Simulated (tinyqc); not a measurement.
Tunnel coupling from the slope of the charge transition.

Problem. In a double dot with one electron the occupation changes at zero detuning with the slope tanh(tc/kB T)/(4 tc). Find kB T, tc and 2 tc/h.

Parameters, values chosen for the exercise: electron temperature T = 0.073 K.

Constants: q = 1.602176634e-19 C, kB = 1.380649e-23 J/K, h = 6.62607015e-34 J s, Vt = kB T/q. Results are converted to the units shown.

dP_R/d(ep) at ep = 0 = 0.024958106 1/ueV

Solution. The slope falls steadily with tc from 1/(4 kB T), so there is one root.

kB T = 6.291 ueV
tc = 8.900 ueV
2 tc/h = 4.304 GHz

Program tinyqc, `OMP_NUM_THREADS=1 python tinyqc.py 2470026 2470027 out.jsonl`; Intel Xeon 2.30GHz, shared host, one thread, about 0.01 s.
